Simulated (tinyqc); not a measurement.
From results to parameters: Hubbard dimer. Computed by the program tinyqc.

Problem. A two-site Hubbard model with two electrons has its ground state at (U - sqrt(U^2 + 16 t^2))/2, the triplet at 0 and the odd ionic singlet at U. Find t, U and the double occupancy per site.

singlet-triplet splitting = 0.427193 eV
gap from the ground state to the ionic odd singlet = 7.087193 eV

Solution. The difference of the two gaps is U and their product is 4 t^2; the double occupancy per site is (1 - U/sqrt(U^2 + 16 t^2))/4.

t, U (eV): 0.8700  6.6600
double occupancy per site = 0.0284
